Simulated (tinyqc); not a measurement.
Thermal stress, cracking, delamination and buckling of a thin film; Griffith cracks and misfitting inclusions: one step, computed by the program tinyqc.

Isotropic linear elasticity; the substrate is much thicker than the film; stress is positive in tension.

Question. Buckling of a debonded strip. A strip of half width w clamped at both edges buckles at sigma_c = (pi^2/12) Ebar (h/w)^2. Above it: height = h sqrt((4/3)(|s|/sigma_c - 1)), driving force at the edges G = G0 (1 - sigma_c/|s|)(1 + 3 sigma_c/|s|); below it both are 0. The smallest strip that buckles has w0 = pi h sqrt(Ebar/(12 |s|)).

Inputs (values chosen for the exercise, modelled on a silicon dioxide film on silicon):

| quantity | value | unit |
|---|---|---|
| deposition temperature T_d | 1100 | K |
| final temperature T | 300 | K |
| film thickness h | 0.053 | micrometre |
| half width of a debonded strip w | 19 | micrometre |

Ebar = 75.58439 GPa

film stress = -240.7625 MPa

G0 = 0.02032317 J/m^2

Give: buckling stress sigma_c; blister height; driving force at the edges; smallest buckling half width w0.

Answer.

buckling stress sigma_c = 0.4837 MPa

blister height = 1.364 micrometre

driving force at the edges = 0.02040 J/m^2

smallest buckling half width w0 = 0.8516 micrometre
